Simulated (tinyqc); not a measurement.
A particle near a wafer in liquid: double-layer and van der Waals forces (DLVO), deposition barrier and removal: one step, computed by the program tinyqc. Command: `OMP_NUM_THREADS=1 python tinyqc.py 3111895 3111896 out.jsonl dlvo walk`. One thread of a shared host (Intel(R) Xeon(R) Processor @ 2.30GHz), about 0.01 s of CPU time with the checks.

Sphere and flat wall, Derjaguin approximation, constant potentials in the linear-superposition form, no retardation and no hydration force.

Question. Removing an attached particle. Adhesion F_a = A R/(6 h0^2) [1 + a^2/(R h0)] - kappa Z R exp(-kappa h0), a the contact radius. Drag in a shear flow F_d = 1.7 x 6 pi mu R^2 G, acting at 1.4 R; rolling starts when 1.4 R F_d = a F_a. Wall shear stress = mu G.

Inputs (values chosen for the exercise, of the order of those for silica on copper in water): particle radius R = 400 nm; Hamaker constant A = 2.7e-20 J; temperature T = 298 K; contact distance h0 = 0.4 nm; contact radius over R = 0.081; viscosity = 0.9 mPa s.

kappa = 0.04414230 1/nm

Z = 8.465925 pN

Give: van der Waals adhesion; net adhesion F_a; wall shear stress for rolling; shear rate G.

Answer.

van der Waals adhesion = 85061.25 pN

net adhesion F_a = 84914 pN

wall shear stress for rolling = 958.23 Pa

shear rate G = 1.0647e+06 1/s
